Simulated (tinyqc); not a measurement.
Worked calculation: one-electron ion in a basis of Gaussians. One step of it, computed by the program tinyqc.

Problem. Matrices over normalised Gaussians. With p = a_i + a_j and I(k) = Gamma((k+1)/2) / (2 p^((k+1)/2)): S = I(2l+2), T = (2l+3) a_i a_j S / p, V = -Z I(2l+1), each divided by sqrt(S_ii S_jj).

exponents of r^l exp(-a r^2) (1/bohr^2): 0.595000  0.974200  1.595000  2.612000

Z = 2

l = 0

Give: S; T; V.

Solution.

S:
```
,1,2,3,4
1,1.0000,0.9559,0.8391,0.6855
2,0.9559,1.0000,0.9559,0.8391
3,0.8391,0.9559,1.0000,0.9558
4,0.6855,0.8391,0.9558,1.0000
```

T (hartree):
```
,1,2,3,4
1,0.8925,1.0593,1.0909,0.9966
2,1.0593,1.4613,1.7344,1.7861
3,1.0909,1.7344,2.3925,2.8397
4,0.9966,1.7861,2.8397,3.9180
```

V (hartree):
```
,1,2,3,4
1,-2.4618,-2.7023,-2.8025,-2.7704
2,-2.7023,-3.1501,-3.4577,-3.5860
3,-2.8025,-3.4577,-4.0307,-4.4244
4,-2.7704,-3.5860,-4.4244,-5.1581
```
